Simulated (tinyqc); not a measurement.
# CMOS inverter, nodal equation and switching: effect of the temperature

An n-channel pull-down (bn, VTn) and a p-channel pull-up (bp, VTp) share the input Vin and the output node Vout, which carries the load C. Transistor (EKV form, voltages against the body): I = 2 n b Vt^2 [F(vp - Vs) - F(vp - Vd)] from drain to source, F(v) = ln^2(1 + exp(v/(2 Vt))), vp = (Vg - VT + sg |Vd - Vs|)/n. n-channel bodies are at 0; for the p-channel device all voltages are counted down from Vdd. b in uA/V^2 gives I in uA. Static: In = Ip. Transient: C dVout/dt = Ip - In. No velocity saturation, no gate capacitance beyond C.

VM solves In = Ip with Vin = Vout; VIL and VIH are the inputs of gain -1, NML = VIL - Vout(VIH), NMH = Vout(VIL) - VIH. For a step input the delay to Vdd/2 is tHL = C times the integral of dV/(In - Ip) from Vdd/2 to Vdd at Vin = Vdd, and tLH likewise with Ip - In from 0 to Vdd/2 at Vin = 0. Thresholds, gain factors and n are held fixed.

Parameters, values chosen for the exercise:
- Vdd = 1 V (supply voltage)
- n = 1.16 (slope factor)
- sg = 0.084 (drain-induced barrier lowering)
- VTn = 0.37 V (n-channel threshold)
- VTp = 0.26 V (p-channel threshold (magnitude))
- bn = 450 uA/V^2 (gain factor of the pull-down transistor)
- bp = 140 uA/V^2 (gain factor of the pull-up transistor)
- C = 3.6 fF (load capacitance)

Constants: q = 1.602176634e-19 C, kB = 1.380649e-23 J/K, Vt = kB T/q. Results are converted to the units shown.

Results:

| T (K) | VM (V) | gain at VM | NML (V) | NMH (V) | tHL (ps) | tLH (ps) |
|---|---|---|---|---|---|---|
| 220 | 0.4907 | -11.90 | 0.3344 | 0.3928 | 19.37 | 46.74 |
| 280 | 0.4896 | -11.90 | 0.3336 | 0.3880 | 19.38 | 46.76 |
| 310 | 0.4888 | -11.90 | 0.3325 | 0.3858 | 19.39 | 46.78 |
| 340 | 0.4879 | -11.90 | 0.3309 | 0.3837 | 19.39 | 46.80 |
| 370 | 0.4868 | -11.90 | 0.3288 | 0.3817 | 19.40 | 46.82 |
| 400 | 0.4857 | -11.89 | 0.3263 | 0.3798 | 19.41 | 46.85 |
| 430 | 0.4844 | -11.88 | 0.3235 | 0.3780 | 19.42 | 46.87 |

Estimate the missing row, T = 250 K.

Computed row:

| T (K) | VM (V) | gain at VM | NML (V) | NMH (V) | tHL (ps) | tLH (ps) |
|---|---|---|---|---|---|---|
| 250 | 0.4902 | -11.90 | 0.3343 | 0.3904 | 19.38 | 46.75 |

With this row back in the table: As T goes from 220 to 430 K, VM falls from 0.491 to 0.484 V, the size of the gain stays near 11.9, tHL stays near 19.4 ps and tLH stays near 46.8 ps. The smaller margin is largest, 0.334 V, at T = 220 K among the rows. In every row the overdrive passes 0.5 V, where velocity saturation, left out here, would lengthen the delays of short devices.

tinyqc, about 0.04 s, one thread, Intel Xeon 2.30GHz (shared host): `OMP_NUM_THREADS=1 python tinyqc.py 2340051 2340052 out.jsonl`
